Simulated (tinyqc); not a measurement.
A barrier in a uniform field, exact transmission by Airy functions: two steps of the calculation.

The left lead has its band edge at 0, the barrier edge falls as U(x) = U0 - F x with F = V/d for 0 < x < d, and the right lead has its edge at -V. No transverse momentum; C = hbar^2/(2 m0); psi and psi'/m are continuous. M carries (psi, psi'/m) across the barrier.

Inputs (values chosen for the exercise); masses and offsets of a made-up heterostructure; the mass of the right lead is set freely:
```
symbol  value  unit                     meaning
mL      0.027    m0       mass in the left lead
U0        1.1    eV       barrier edge at x = 0
m1       0.15    m0         mass in the barrier
E       0.583    eV             electron energy
d         4.7    nm               barrier width
V        0.87     V  voltage across the barrier
mR       0.05    m0      mass in the right lead
```

Constants: q = 1.602176634e-19 C, hbar = 1.054571817e-34 J s, m0 = 9.1093837015e-31 kg, hbar^2/(2 m0) = 0.0380998212 eV nm^2. Results are converted to the units shown.

Question 1. Scaled variables. Energy scale e = (C F^2/m1)^(1/3), z(x) = (U(x) - E)/e, s = (dz/dx)/m1 = -F/(e m1); v = k/m in a lead. vL = sqrt(mL E/C)/mL, vR = sqrt(mR (E + V)/C)/mR.

Give: F; e; z1; z2; s; vL; vR.

Answer 1.

F = 0.18511 V/nm
e = 0.20570 eV
z1 = 2.5134
z2 = -1.7161
s = -5.9994 1/nm
vL = 23.806 1/nm
vR = 27.618 1/nm

z2 < 0: the electron leaves the forbidden region inside the barrier.

Question 2. Transmission, exact and WKB. With M acting on (psi, psi'/m) and v = k/m in each lead, T(E) = 4 vL vR/[(vL vR M12 - M21)^2 + (vR M11 + vL M22)^2]. WKB: exp(-S), S = (4/(3 F)) sqrt(m1/C) [max(U0 - E, 0)^1.5 - max(U0 - F d - E, 0)^1.5].

M (M12 in nm, M21 in 1/nm):
```
            1           2
1   11.525884   1.3222717
2  -83.226253  -9.4611158
```

vL = 23.806247 1/nm
vR = 27.617626 1/nm

Wanted: T(E); S; exp(-S); ratio T(E)/exp(-S).

Answer 2.

T(E) = 0.0028708
S = 5.3130
exp(-S) = 0.0049273
ratio T(E)/exp(-S) = 0.58264

Range of the model: Masses are held fixed, although real bands cease to be parabolic a few tenths of an eV from their edges.

Numbers from tinyqc (`OMP_NUM_THREADS=1 python tinyqc.py 2580118 2580119 out.jsonl`; about 0.01 s on one thread of a shared Intel Xeon 2.30GHz).
